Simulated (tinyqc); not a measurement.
The window in starting coverage: bottom-up copper filling of a trench by curvature-enhanced accelerator coverage. Computed by tinyqc, a small Python program. Command: `OMP_NUM_THREADS=1 python tinyqc.py 3029789 3029790 out.jsonl superfill walk`. One thread of a shared host (Intel(R) Xeon(R) Processor @ 2.30GHz), about 0.07 s of CPU time with the checks.

A rectangular trench keeps vertical walls and a flat floor. An accelerator floats on the surface; where area is lost in the corners it is passed on to the floor.

Inputs (values chosen for the exercise, close to those used for damascene copper plating):
```
quantity                                           value     unit
trench width w                                       310       nm
aspect ratio h/w                                     2.5        -
exchange current of the suppressed surface i_0     0.015  mA/cm^2
exchange current of the accelerated surface i_1      1.9  mA/cm^2
transfer coefficient alpha                           0.4        -
overpotential eta                                   0.16        V
adsorption rate k_a                              0.00027      1/s
cupric ion concentration C                          0.74    mol/l
diffusivity D                                    5.4e-06   cm^2/s
boundary layer delta                                  67       um
temperature T                                        298        K
```

Constants: e = 1.602176634e-19 C; N_A = 6.02214076e+23 1/mol; k_B = 8.617333262e-05 eV/K.

Method. Kinetic current i_k = [i_0 (1 - theta) + i_1 theta] exp(alpha eta/(k_B T)), limit i_L = 2 F D C/delta, i = 1/(1/i_k + 1/i_L); velocity v = i Omega/(2F), Omega = 7.11 cm^3/mol, F = e N_A. Depletion inside the trench is ignored. Half width x, floor height y, depth h = aspect ratio x w. dx/dt = -v_s, dy/dt = v_b. d theta_b/dt = k_a (1 - theta_b) + [theta_s v_b + theta_b v_s]/x: the floor takes the accelerator of the wall it covers and keeps its own as it narrows. d theta_s/dt = k_a (1 - theta_s). theta_b is capped at 1. Integrate (tolerance 1e-9) until the walls meet (x = 0.02 w/2) or the floor passes the original mouth y = h. Start: x = w/2, y = 0, theta_b = theta_s = theta_0. Height filled = y/h, opening left = x/(w/2).

Outcome:
```
theta_0  v(1)/v(theta_0)  height filled  opening left  time (s)
0.001             93.972        0.75862          0.02    341.63
0.003             76.850        0.76029          0.02    334.98
0.010             46.958        0.76728          0.02    312.81
0.020             30.222        0.77745          0.02    284.05
0.050             14.664        0.78377          0.02    216.18
0.100              7.950        0.71770          0.02    147.59
0.200              4.207        0.55717          0.02     86.86
0.400              2.226        0.37845          0.02     47.52
0.800              1.206        0.23398          0.02     25.96
```

What does the comparison show, and why?

No row fills the trench; the best, at theta_0 = 0.05, reaches 78 % of the height. Too little accelerator takes too long to concentrate. Too much speeds the walls as well and removes the contrast.

Extremes, crossings and ranges named in words are read from the listed rows.
